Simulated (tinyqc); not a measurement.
# Inputs raised by 5 %, one at a time

Model: Raman shift of the zone-centre optical phonon of a diamond-structure crystal under stress. Computed by tinyqc, a small Python program. Command: `OMP_NUM_THREADS=1 python tinyqc.py 3000423 3000424 out.jsonl ramanstress sens`. One thread of a shared host (Intel(R) Xeon(R) Processor @ 2.30GHz), about 0.01 s of CPU time with the checks.

Axes x, y, z are the cube axes. Strain shifts the threefold optical mode and can split it; p, q and r are the phonon deformation potentials.

Inputs (values chosen for the exercise, modelled on silicon): unstrained frequency omega_0 = 520.2 1/cm; p/omega_0^2 = -1.9; q/omega_0^2 = -2.39; r/omega_0^2 = -0.74; C11 = 166.3 GPa; C12 = 64.1 GPa; C44 = 79.32 GPa; stress sigma (tension positive) = 2.4 GPa; polarisation angle phi = 30 degree.

Stress state: biaxial. Axis: [001].

Method:
- S11 = (C11 + C12)/D, S12 = -C12/D, D = (C11 - C12)(C11 + 2 C12), S44 = 1/C44.
- Equal biaxial stress in the plane normal to the axis (unit vector n): sigma_ij = sigma (delta_ij - n_i n_j).
- eps_xx = S11 sigma_xx + S12 (sigma_yy + sigma_zz), and cyclic; eps_xy = S44 sigma_xy/2 (tensor strain).
- Secular matrix: M_xx = p eps_xx + q (eps_yy + eps_zz), M_xy = 2 r eps_xy; its eigenvalues are omega^2 - omega_0^2, and the shifts are these over 2 omega_0.
- gamma = -(p + 2q)/(6 omega_0^2); the mean of the three shifts is -gamma omega_0 x (volume strain).
- Backscattering from a (001) surface: incident polarisation (cos phi, sin phi, 0). With Raman tensors (R_z)_xy = (R_z)_yx = 1 and cyclic, only the z component u_z of a mode counts: I = u_z^2 sin^2(2 phi) for parallel and u_z^2 cos^2(2 phi) for crossed polarisers. An unresolved line sits at the intensity-weighted shift, which is M_zz/(2 omega_0).

Runs; columns: (1) input moved; (2) from; (3) to; (4) shift of the observed line (1/cm); (5) mean shift (1/cm); (6) shift per stress (1/(cm GPa)); (7) volume strain (per mille):
```
(1)                                      (2)      (3)      (4)      (5)      (6)     (7)
base run                                   -        -  -11.435  -9.4396  -4.7645  16.299
p/omega_0^2                             -1.9   -1.995  -11.182  -9.5738  -4.6593  16.299
q/omega_0^2                            -2.39  -2.5095  -12.259  -9.7773  -5.1080  16.299
r/omega_0^2                            -0.74   -0.777  -11.435  -9.4396  -4.7645  16.299
C11 (GPa)                              166.3  174.615  -11.026  -9.1804  -4.5940  15.851
C12 (GPa)                               64.1   67.305  -11.298  -9.2385  -4.7076  15.952
C44 (GPa)                              79.32   83.286  -11.435  -9.4396  -4.7645  16.299
stress sigma (tension positive) (GPa)    2.4     2.52  -12.007  -9.9115  -4.7645  17.114
```

Exponents ln(y'/y) / ln(x'/x):
```
input                            shift of the observed line  mean shift  shift per stress  volume strain
p/omega_0^2                                          -0.458       0.289            -0.458          0.000
q/omega_0^2                                           1.427       0.720             1.427          0.000
r/omega_0^2                                           0.000       0.000             0.000          0.000
C11                                                  -0.747      -0.571            -0.747         -0.571
C12                                                  -0.246      -0.441            -0.246         -0.441
C44                                                   0.000       0.000             0.000          0.000
stress sigma (tension positive)                       1.000       1.000             0.000          1.000
```

Among the inputs moved here: shift of the observed line answers most in size to q/omega_0^2 (exponent +1.427), next to stress sigma (tension positive) (+1.000); its exponent is below 0.0005 for r/omega_0^2, C44. Its exponent 0.000 in r/omega_0^2: M_zz holds no shear strain. Its exponent 0.000 in C44: M_zz holds no shear strain. Mean shift answers most in size to stress sigma (tension positive) (exponent +1.000), next to q/omega_0^2 (+0.720); its exponent is below 0.0005 for r/omega_0^2, C44. Shift per stress answers most in size to q/omega_0^2 (exponent +1.427), next to C11 (-0.747); its exponent is below 0.0005 for r/omega_0^2, C44, stress sigma (tension positive). Volume strain answers most in size to stress sigma (tension positive) (exponent +1.000), next to C11 (-0.571); its exponent is below 0.0005 for p/omega_0^2, q/omega_0^2, r/omega_0^2, C44.

Caution (all rows): strains above about 1 % call for terms beyond linear order.
